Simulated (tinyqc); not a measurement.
Sublattice potential against complex hopping: Haldane model. Computed by the program tinyqc. H_AA = delta - 2 t2 sum cos(k.b + phi), H_BB = -delta - 2 t2 sum cos(k.b - phi), H_AB = -t1 (1 + exp(-i k.a1) + exp(-i k.a2)), b = a1, a2 - a1, -a2, m = 3 sqrt3 t2 sin(phi); the sign of the Chern number follows the orientation k1 then k2.

Honeycomb lattice:
```
parameter      value
t1 (eV)     2.100000
t2 (eV)     0.170000
phi (rad)  -1.530000
```

Gaps at the two valleys (eV) and Chern number of the lower band (12 x 12 mesh):
```
delta   gap 2|delta - m|  gap 2|delta + m|  Chern number
-1.589             1.413             4.943             0
-1.147             0.529             4.059             0
-0.530             0.705             2.825             1
0.000              1.765             1.765             1
0.353              2.471             1.059             1
0.662              3.089             0.441             1
1.103              3.971             0.441             0
1.765              5.295             1.765             0
```

What does the comparison show, and why?

Here |m| = 0.8826 eV. For |delta| < |m| the two valleys have masses of opposite sign and the Chern number is +/-1; one gap closes at |delta| = |m|, and beyond it the band is trivial.
